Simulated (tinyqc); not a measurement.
Biaxially strained (001) channel, valley splitting in an inversion layer: one step of the calculation.

A thin layer grown on a relaxed buffer is stretched in the plane. The two valleys with their long axis along the growth direction (D2) sink against the four in-plane ones (D4); confinement in a triangular well splits them too. Only the lowest subband of each set is kept; one relaxation time, so the weakening of intervalley scattering is left out.

Question. Subband edges and densities of states. Levels E(m) = 2.33811 (hbar^2 q^2 F^2/(2 m))^(1/3): E2 = E(ml), E4 = E(mt) + D; N2 = 2 mt kB T/(pi hbar^2), N4 = 4 sqrt(mt ml) kB T/(pi hbar^2).

Values chosen for this exercise; values close to those of silicon on relaxed silicon-germanium:
- T = 300 K (temperature)
- x = 0.09 (germanium share of the relaxed buffer)
- b1 = 0.0418 (lattice mismatch per unit x)
- c11 = 163 GPa (elastic constant)
- c12 = 64.6 GPa (elastic constant)
- Xu = 8.95 eV (shear deformation potential)
- ml = 0.907 m0 (longitudinal mass)
- mt = 0.194 m0 (transverse mass)
- F = 0.51 MV/cm (confining field)

Constants: q = 1.602176634e-19 C, kB = 1.380649e-23 J/K, hbar = 1.054571817e-34 J s, m0 = 9.1093837015e-31 kg, hbar^2/(2 m0) = 0.0380998212 eV nm^2. Results are converted to the units shown.

D = 60.357943 meV

Find: E2; E4; N2; N4.

Answer.

E2 = 0.1118 eV
E4 = 0.2473 eV
N2 = 4.190e12 cm^-2
N4 = 1.812e13 cm^-2

Of the gap E4 - E2 = 135 meV, confinement gives 75.1 meV.

Numbers from tinyqc (`OMP_NUM_THREADS=1 python tinyqc.py 2530131 2530132 out.jsonl`; about 0.01 s on one thread of a shared Intel Xeon 2.30GHz).
